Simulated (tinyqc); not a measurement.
Inputs raised by 5 %, one at a time: correction of a charged-defect supercell by a model charge and potential alignment (plane-averaged potentials). Computed by tinyqc, a small Python program. Command: `OMP_NUM_THREADS=1 python tinyqc.py 3114198 3114199 out.jsonl align sens`. One thread of a shared host (Intel(R) Xeon(R) Processor @ 2.30GHz), about 0.02 s of CPU time with the checks.

The "true" defect charge is (1 - x) q in a Gaussian of width sigma plus x q in one of width sigma_t, so the exact answer is known; the correction sees only a single model Gaussian of width sigma_m. A Gaussian of width s has the transform rho(G) = exp(-G^2 s^2/2), normalised to 1. A uniform background cancels q, so G = 0 is left out. Potentials are those felt by a unit positive charge. E_0 is the formation energy of the isolated defect, E_cell its value in the supercell, E_lat = E_iso - E_per of the model charge, C the true less the model potential far from the defect; the exact correction is E_0 - E_cell, and the error of a scheme is E_cell plus its correction less E_0.

Inputs (values chosen for the exercise, with screening close to that of 4H-SiC): defect charge q = -3 e; dielectric constant eps = 9.93; edge of the cubic cell L = 12.7 angstrom; width sigma of the true defect charge = 1.2 angstrom; width sigma_m of the model charge = 0.83 angstrom; share x of the charge in a wide tail = 0; width sigma_t of the tail = 1.9 angstrom; formation energy of the isolated defect E_0 = 1.76 eV.

Constants: e^2/(4 pi eps_0) = 14.39964548 eV angstrom.

Method:
- Periodic energy E_per = (2 pi q^2/(eps L^3)) (e^2/(4 pi eps_0)) sum_(G != 0) rho(G)^2/G^2, G = (2 pi/L)(n1, n2, n3), |n_i| <= 16. Isolated energy: two Gaussians of charges q_a, q_b and widths a, b interact by q_a q_b (e^2/(4 pi eps_0 eps)) sqrt(2/pi)/sqrt(a^2 + b^2), and the self-energy is half the sum over pairs.
- Supercell value E_cell = E_0 + E_per - E_iso for the true charge.
- E_lat = E_iso - E_per for the model charge; point-charge value alpha q^2 e^2/(4 pi eps_0 eps 2 L) with alpha = 2.837297.
- Plane-averaged potential at distance z from the defect: V(z) = (4 pi q/(eps L^3)) (e^2/(4 pi eps_0 e)) sum_(m != 0) rho(G_m) cos(G_m z)/G_m^2, G_m = 2 pi m/L, |m| <= 40.
- C = difference at z = L/2; E_corr = E_cell + E_lat - q C. For charges that have died out at L/2, C = (2 pi q/(eps L^3)) (e^2/(4 pi eps_0 e)) (<s^2> - sigma_m^2), <s^2> = (1 - x) sigma^2 + x sigma_t^2.

Runs:
```
input moved                                       from       to  exact correction (eV)  E_lat (eV)  alignment C (V)  error without alignment (meV)
base run                                             -        -                 1.4002      1.4303        -0.010023                         30.068
dielectric constant eps                           9.93  10.4265                 1.3335      1.3622        -0.009546                         28.637
edge of the cubic cell L (angstrom)               12.7   13.335                 1.3386      1.3646        -0.008658                         25.974
width sigma of the true defect charge (angstrom)   1.2     1.26                 1.3943      1.4303        -0.011992                         35.977
width sigma_m of the model charge (angstrom)      0.83   0.8715                 1.4002      1.4275        -0.009081                         27.242
width sigma_t of the tail (angstrom)               1.9    1.995                 1.4002      1.4303        -0.010023                         30.068
```

Exponents ln(y'/y) / ln(x'/x):
```
input                                  exact correction   E_lat  alignment C  error without alignment
dielectric constant eps                          -1.000  -1.000       -1.000                   -1.000
edge of the cubic cell L                         -0.922  -0.963       -3.000                   -3.000
width sigma of the true defect charge            -0.087   0.000        3.677                    3.677
width sigma_m of the model charge                 0.000  -0.041       -2.024                   -2.024
width sigma_t of the tail                         0.000   0.000        0.000                    0.000
```

Among the inputs moved here: exact correction answers most in size to dielectric constant eps (exponent -1.000), next to edge of the cubic cell L (-0.922); its exponent is below 0.0005 for width sigma_m of the model charge, width sigma_t of the tail. Its exponent -1.000 in dielectric constant eps: all terms are screened alike. E_lat answers most in size to dielectric constant eps (exponent -1.000), next to edge of the cubic cell L (-0.963); its exponent is below 0.0005 for width sigma of the true defect charge, width sigma_t of the tail. Alignment C answers most in size to width sigma of the true defect charge (exponent +3.677), next to edge of the cubic cell L (-3.000); its exponent is below 0.0005 for width sigma_t of the tail. Its exponent -3.000 in edge of the cubic cell L: a second moment over the volume. Error without alignment answers most in size to width sigma of the true defect charge (exponent +3.677), next to edge of the cubic cell L (-3.000); its exponent is below 0.0005 for width sigma_t of the tail.
